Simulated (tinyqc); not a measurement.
Worked calculation: finite-difference solution of the diffusion equation on a small grid. Computed by tinyqc, a small Python program that keeps every step. Command: `OMP_NUM_THREADS=1 python tinyqc.py 3030116 3030117 out.jsonl fdiff walk`. One thread of a shared host (Intel(R) Xeon(R) Processor @ 2.30GHz), about 0.01 s of CPU time with the checks. Intermediate numbers are printed to about 6 digits and carried at full precision; extremes and crossings named in words are read from the listed rows.

dC/dt = D d2C/dx2 on nodes x_j = j dx, j = 0..7; the far end is sealed.

Inputs (values chosen for the exercise):
```
quantity         value    unit
diffusivity D    0.078  nm^2/s
grid spacing dx     20      nm
time step dt      1500       s
final time t_f   15000       s
```

Boundary at x = 0: sealed surface. Scheme: implicit.

start values C_j, j = 0, 1, ... (% of a reference): 0.296  14.6  68.7  100  68.6  36.5  9.35  0

## Mesh ratio and operator

The operator M acts as (M C)_j = C_(j-1) - 2 C_j + C_(j+1); at the sealed far end a mirror node gives 2 C_(N-2) - 2 C_(N-1); at j = 0, a mirror node gives 2 C_1 - 2 C_0. r = D dt/dx^2.

mesh ratio r = 0.2925

operator M:
```
    0   1   2   3   4   5   6   7
0  -2   2   0   0   0   0   0   0
1   1  -2   1   0   0   0   0   0
2   0   1  -2   1   0   0   0   0
3   0   0   1  -2   1   0   0   0
4   0   0   0   1  -2   1   0   0
5   0   0   0   0   1  -2   1   0
6   0   0   0   0   0   1  -2   1
7   0   0   0   0   0   0   2  -2
```

## Amplification factors

The mode of M with eigenvalue mu has its amplitude multiplied per step by g = (1 + (1 - theta) r mu)/(1 - theta r mu), with theta = 0 explicit, 1 implicit, 1/2 Crank-Nicolson; the explicit scheme is stable for r up to 2/|mu_min|.

eigenvalues mu of M: -4.00000  -3.80194  -3.24698  -2.44504  -1.55496  -0.75302  -0.19806  0.00000

factors g: 0.46083  0.47347  0.51289  0.58303  0.68737  0.81950  0.94524  1.00000

largest stable r of the explicit scheme = 0.5

The smallest factor is 0.461: no mode changes sign, and all decay but one with mu = 0 where there is such a mode.

## Time step 1

C at the start (%): 0.296  14.600  68.700  100.000  68.600  36.500  9.350  0.000

With r = D dt/dx^2: (1 - theta r M) C(new) = (1 + (1 - theta) r M) C(old); theta = 0 explicit, 1 implicit, 1/2 Crank-Nicolson.

C after step 1 (%): 8.4946  22.5093  63.5644  87.0619  66.3266  37.8188  13.8195  5.1006

## Time step 2

The formulas are those given above.

C after step 2 (%): 15.7330  28.1062  59.6143  77.6175  63.3323  38.8105  17.6791  9.7431

## All steps

The run takes n = round(t_f/dt) steps of length t_f/n. The dose is the trapezoidal sum of C dx; the error is the largest difference from exp(M D t/dx^2) C(0), the exact time evolution on the same grid.

Course of the run:
```
step  t (s)      C_1      C_4  dose (% nm)  largest error
1      1500  22.5093  66.3266      5957.96        1.85845
2      3000  28.1062  63.3323      5957.96        2.38376
3      4500  32.1968  60.2593      5957.96        2.43343
4      6000  35.2582  57.3954      5957.96        2.31330
5      7500  37.5864  54.8521      5957.96        2.13413
6      9000  39.3743  52.6547      5957.96        2.00815
7     10500  40.7536  50.7883      5957.96        1.84532
8     12000  41.8181  49.2211      5957.96        1.65552
9     13500  42.6369  47.9156      5957.96        1.46096
10    15000  43.2624  46.8348      5957.96        1.27385
```

C at the end (%): 41.1952  43.2624  47.4679  49.5562  46.8348  40.4184  34.0478  31.4259

largest error at t_f = 1.27385 %

final dose = 5957.96 % nm

final C_4 = 46.8348 %

The time-step error at the end is 1.3 on a scale of 49.6. Both ends are sealed, so the dose is conserved exactly, whatever the step.

## The three schemes as the step is halved

Each run reaches t_f in n equal steps; errors are the largest difference from exp(M D t_f/dx^2) C(0). A dash marks unstable explicit runs.

Largest error at t_f (%):
```
steps n         r  explicit  implicit  Crank-Nicolson
4        0.731250         -   3.09449     3.46444e-01
8        0.365625   1.59090   1.58639     8.58950e-02
16       0.182812   0.80154   0.79974     2.14191e-02
32       0.091406   0.40139   0.40089     5.35108e-03
64       0.045703   0.20074   0.20061     1.33754e-03
128      0.022852   0.10037   0.10033     3.34369e-04
256      0.011426   0.05018   0.05017     8.35913e-05
```

From the last two rows, halving the step divides the error by 2.00 (explicit), 2.00 (implicit), 4.00 (Crank-Nicolson): a factor 2 marks first order in dt and 4 second order. The explicit scheme needs n of at least 6 to be stable; the other two are stable at any step.

Checks made by the program: matrix exponential against 4096 Crank-Nicolson steps (relative difference 7e-09).
